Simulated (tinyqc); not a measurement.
Conduction-band anticrossing with a localised impurity level: sweeps and comparisons. A value that a table varies takes the place of the one given here.

Host conduction band EM(k) = Eg - al x + c k^2/mM, c = hbar^2/2m0, coupled to a flat level EI by V = C sqrt(x): H = [[EM, V], [V, EI]], E+/- = (EM + EI)/2 +/- sqrt((EM - EI)^2/4 + V^2). The host weight of a state at E is f = 1/(1 + V^2/(E - EI)^2), and its mass at k = 0 is mM/f. The gap is E-(0), the valence top staying at 0.

Constants: hbar^2/2m0 = 3.80998211 eV angstrom^2.

Values chosen for the exercise (host near GaAs; not measured data): Eg = 1.54 eV (gap at Gamma to the s-like level); mM = 0.0671 m0 (mass of the host band); EI = 1.87 eV (impurity level, from the valence top of the host); C = 3.09 eV (coupling); al = 0.85 eV (linear shift of the host edge); x = 0.0076 (impurity fraction); aM = 105 meV/GPa (pressure coefficient of the host edge); aI = 23 meV/GPa (pressure coefficient of the level).

## Impurity fraction

The last column is the bowing that a quadratic law would need at that x, (Eg - gap)/(x (1 - x)), with equal end gaps.

Results:
```
x (%),E- (eV),E+ (eV),gap (eV),host weight of E-,mass of E-,bowing (eV)
0.1,1.5124,1.8967,1.5124,0.931,0.0721,27.6
0.2,1.4883,1.9200,1.4883,0.884,0.0759,25.9
0.5,1.4278,1.9780,1.4278,0.804,0.0835,22.6
1.0,1.3484,2.0531,1.3484,0.740,0.0907,19.4
2.0,1.2263,2.1667,1.2263,0.685,0.0980,16.0
3.0,1.1283,2.2562,1.1283,0.658,0.1020,14.1
5.0,0.9681,2.3994,0.9681,0.630,0.1065,12.0
8.0,0.7746,2.5674,0.7746,0.611,0.1098,10.4
```

The apparent bowing falls from 27.6 to 10.4 eV, so no single constant describes the gap: the part from the coupling goes as x while V is small against |EM - EI| and as sqrt(x) beyond (V = |Eg - EI| near x = 1.14 %), with the linear term al x on top; the fall of the gap goes as the power 0.91 of x between the first two rows and 0.62 between the last two. The mass of E- goes from 0.0721 to 0.1098, higher although the gap falls, against the usual k.p trend; with al = 0 the weight tends to 1/2 at large x.

## Pressure

Eg and EI move linearly with pressure; V is kept. The slope of E- is f aM + (1 - f) aI.

Results:
```
P (GPa),EM (eV),EI (eV),E- (eV),E+ (eV),host weight of E-,slope of E- (meV/GPa)
0,1.5335,1.8700,1.3842,2.0194,0.765,85.7
1,1.6385,1.8930,1.4679,2.0637,0.714,81.5
2,1.7435,1.9160,1.5469,2.1126,0.652,76.5
3,1.8485,1.9390,1.6206,2.1669,0.583,70.8
4,1.9535,1.9620,1.6884,2.2272,0.508,64.6
5,2.0585,1.9850,1.7499,2.2936,0.432,58.5
6,2.1635,2.0080,1.8054,2.3662,0.361,52.6
7,2.2685,2.0310,1.8554,2.4442,0.298,47.5
8,2.3735,2.0540,1.9006,2.5270,0.245,43.1
```

The unmixed levels cross at 4.10 GPa, where E+ - E- has its minimum 2V = 0.539 eV and the weights are 1/2. The slope of E- falls from 86 to 43 meV/GPa, between the limits aM = 105 and aI = 23, as the state turns impurity-like. The X valleys, which pass below the Gamma edge of the host at high pressure, are left out.

## What each parameter does

At k = 0. Each row changes one parameter from the base and keeps the others.

Results:
```
case,E- (eV),E+ (eV),gap (eV),mass (m0)
base,1.3842,2.0194,1.3842,0.0877
EI = 1.92 eV,1.3953,2.0583,1.3953,0.0848
al = 1.35 eV,1.3813,2.0185,1.3813,0.0875
Eg = 1.59 eV,1.4217,2.0319,1.4217,0.0913
C = 3.5535 eV,1.3493,2.0543,1.3493,0.0908
x = 0.00874,1.3667,2.0358,1.3667,0.0892
mM = 0.07716 m0,1.3842,2.0194,1.3842,0.1009
```

The largest shifts from the base row, up to three for each result and ties (the steps differ in size, so this ranks the rows, not the parameters). E- (eV): Eg +0.0375, C -0.0349, x -0.0174; unchanged at the printed digits by mM. E+ (eV): EI +0.0389, C +0.0349, x +0.0165; unchanged at the printed digits by mM. gap (eV): Eg +0.0375, C -0.0349, x -0.0174; unchanged at the printed digits by mM. mass (m0): mM +0.0132, Eg +0.0036, C +0.0031.

Program tinyqc; command `OMP_NUM_THREADS=1 python tinyqc.py 1051592 1051593 out.jsonl`; about 0.01 s on one thread of a shared Intel(R) Xeon(R) Processor @ 2.30GHz.
